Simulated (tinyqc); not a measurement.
# On-chip power grid, static voltage drop by conjugate gradients, step by step

Numbers from tinyqc (`OMP_NUM_THREADS=1 python tinyqc.py 2770164 2770165 out.jsonl`; about 0.07 s on one thread of a shared Intel Xeon 2.30GHz). Printed values are rounded.

A grid of 3 rows and 4 columns, node k = 4 row + column. Neighbours in a row are joined by Rx, in a column by Ry; pad nodes, which reach the supply through Rp: 0, 8. Each node draws I0, node 1 draws kh I0. The drops u = Vdd - V solve G u = i, with G the conductance matrix (1/Rp added on the diagonal at pad nodes).

Inputs (values chosen for the exercise):
- Vdd = 0.8 V (supply voltage)
- Rx = 0.17 ohm (resistance of a horizontal segment)
- Ry = 1.1 ohm (resistance of a vertical segment)
- Rp = 0.1 ohm (resistance from a pad node to the supply)
- I0 = 1.8 mA (load current of an ordinary node)
- kh = 1 (factor on the load at the hot node)

## Diagonal of G, loads and first direction

G_kk = sum of the conductances at node k. Start u = 0, so the residual is r = i; p = r.

G_kk (S):
```
         col 0    col 1    col 2    col 3
row 0  16.7914  12.6738  12.6738  6.79144
row 1  7.70053  13.5829  13.5829  7.70053
row 2  16.7914  12.6738  12.6738  6.79144
```

r at the start (mA):
```
       col 0  col 1  col 2  col 3
row 0    1.8    1.8    1.8    1.8
row 1    1.8    1.8    1.8    1.8
row 2    1.8    1.8    1.8    1.8
```

p at the start (mA):
```
       col 0  col 1  col 2  col 3
row 0    1.8    1.8    1.8    1.8
row 1    1.8    1.8    1.8    1.8
row 2    1.8    1.8    1.8    1.8
```

## Iteration 1: conjugate-gradient step

u at the start (mV):
```
       col 0  col 1  col 2  col 3
row 0      0      0      0      0
row 1      0      0      0      0
row 2      0      0      0      0
```

q = G p; a = (r.r)/(p.q); u(new) = u + a p; r(new) = r - a q; b = (r.r)(new)/(r.r); p(new) = r(new) + b p.

q (mA S):
```
         col 0   col 1   col 2   col 3
row 0  18.0000  0.0000  0.0000  0.0000
row 1   0.0000  0.0000  0.0000  0.0000
row 2  18.0000  0.0000  0.0000  0.0000
```

a = 0.6 ohm

u after iteration 1 (mV):
```
         col 0    col 1    col 2    col 3
row 0  1.08000  1.08000  1.08000  1.08000
row 1  1.08000  1.08000  1.08000  1.08000
row 2  1.08000  1.08000  1.08000  1.08000
```

r after iteration 1 (mA):
```
          col 0    col 1    col 2    col 3
row 0  -9.00000  1.80000  1.80000  1.80000
row 1   1.80000  1.80000  1.80000  1.80000
row 2  -9.00000  1.80000  1.80000  1.80000
```

b = 5

p after iteration 1 (mA):
```
         col 0    col 1    col 2    col 3
row 0   0.0000  10.8000  10.8000  10.8000
row 1  10.8000  10.8000  10.8000  10.8000
row 2   0.0000  10.8000  10.8000  10.8000
```

## Iteration 2: conjugate-gradient step

As before.

q (mA S):
```
          col 0    col 1   col 2   col 3
row 0  -73.3476  63.5294  0.0000  0.0000
row 1   19.6364   0.0000  0.0000  0.0000
row 2  -73.3476  63.5294  0.0000  0.0000
```

a = 0.122703 ohm

u after iteration 2 (mV):
```
         col 0    col 1    col 2    col 3
row 0  1.08000  2.40520  2.40520  2.40520
row 1  2.40520  2.40520  2.40520  2.40520
row 2  1.08000  2.40520  2.40520  2.40520
```

r after iteration 2 (mA):
```
          col 0     col 1    col 2    col 3
row 0   0.00000  -5.99528  1.80000  1.80000
row 1  -0.60945   1.80000  1.80000  1.80000
row 2   0.00000  -5.99528  1.80000  1.80000
```

b = 0.488365

p after iteration 2 (mA):
```
         col 0     col 1    col 2    col 3
row 0  0.00000  -0.72094  7.07434  7.07434
row 1  4.66489   7.07434  7.07434  7.07434
row 2  0.00000  -0.72094  7.07434  7.07434
```

## Course of the conjugate-gradient iteration

Stop when |r| is below 1e-9 mA.

Course of the iteration:
```
iteration  largest u (mV)  |r| (mA)
1                    1.08      13.9
2                 2.40520      9.74
3                 3.14715      5.70
4                 3.50966      2.12
5                 3.75163      1.28
6                 3.82651     0.456
7                 3.82801     0.217
8                 3.83187   < 1e-11
```

Converged in 8 iterations for 12 unknowns; in exact arithmetic the method needs at most 12. The condition number of the matrix is 40.8. Gauss-Seidel sweeps in node order need 201 to reach the same residual.

## Worst drop, pad currents and power lost

converged u (mV):
```
         col 0    col 1    col 2    col 3
row 0  1.08000  2.30746  3.06984  3.43689
row 1  3.03764  3.33673  3.64795  3.83187
row 2  1.08000  2.30746  3.06984  3.43689
```

Pad current u/Rp; worst drop as a share of Vdd; power lost in the grid and pads sum_k i_k u_k; power delivered sum_k i_k (Vdd - u_k).

worst drop = 3.83187 mV
share of Vdd = 0.478983 %
pad currents (mA): node 0 10.8, node 8 10.8
power lost = 0.0605566 mW
power delivered = 17.2194 mW

The pad currents add up to the total load, 21.60 mA. The worst drop is at node 7.
